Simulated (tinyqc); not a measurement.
Cooling rate: nucleation and growth of vacancy voids in a cooling silicon-like crystal. Computed by tinyqc, a small Python program. Command: `OMP_NUM_THREADS=1 python tinyqc.py 3019008 3019009 out.jsonl voids walk`. One thread of a shared host (Intel(R) Xeon(R) Processor @ 2.30GHz), about 0.7 s of CPU time with the checks.

Spherical voids; vacancies are lost only to voids.

Inputs (values chosen for the exercise, close to those used for silicon):

| quantity | value | unit |
|---|---|---|
| vacancy density at the melting point C_m | 6.4e+14 | 1/cm^3 |
| formation energy E_f | 4.25 | eV |
| melting point T_m | 1685 | K |
| diffusion prefactor D0 | 0.002 | cm^2/s |
| migration energy E_m | 0.38 | eV |
| site density rho | 5e+22 | 1/cm^3 |
| void surface energy gamma | 0.956 | J/m^2 |
| cooling rate q | 2.5 | K/min |
| ratio (V/G)/xi_c | 1.2 | - |
| limit of the excess at high V/G | 1.1e+14 | 1/cm^3 |
| temperature step | 0.125 | K |

Vacancy supply: from V/G.

Constants: k_B = 8.617333262e-05 eV/K; k_B = 1.380649e-23 J/K.

Method:
- C = C_x (u - 1)/(u + 0.2) with u = (V/G)/xi_c, a form chosen for the exercise.
- C_e = C_m exp[-(E_f/k_B)(1/T - 1/T_m)]; D = D0 exp(-E_m/(k_B T)); f = k_B T ln(C/C_e); r* = 2 gamma/(rho f); W* = 16 pi gamma^3/(3 rho^2 f^2); Z = f/sqrt(12 pi W* k_B T); I = rho Z (4 pi r* D C) exp(-W*/(k_B T)).
- March down from 1500 K in steps dT, dt = dT/q, with values at the upper end of each step: a class of I dt voids is born with r*; then all classes grow by r^2 += 2 D (C - C_e) dt/rho; C falls by the vacancies added to voids. Stop at 1150 K. T_n is the T of the largest I, N the final count (classes under 1e-6 /cm^3 are dropped), and the mean radius the number average.

initial excess C = 1.57143e+13 1/cm^3

At fixed C:

| q (K/min) | T_n (K) | N (1/cm^3) | mean radius (nm) |
|---|---|---|---|
| 0.25 | 1322.875 | 4.3883e+04 | 118.65 |
| 0.62 | 1318.875 | 1.6810e+05 | 75.78 |
| 1.20 | 1315.750 | 4.4622e+05 | 54.70 |
| 2.50 | 1312.125 | 1.3204e+06 | 38.08 |
| 5.00 | 1308.500 | 3.6770e+06 | 27.05 |
| 10.00 | 1304.750 | 1.0235e+07 | 19.21 |
| 25.00 | 1299.375 | 3.9554e+07 | 12.23 |

What does the comparison show, and why?

Over the rows N goes as q^1.48 and the radius as q^-0.49, near the 3/2 and -1/2 of the scaling argument (depletion time 1/(4 pi N r D) equal to the time in the nucleation range, at fixed N r^3). T_n drops only 24 K for a factor 100 in q. Fast cooling gives many small voids, which an anneal can dissolve.

Extremes, crossings and ranges named in words are read from the listed rows.
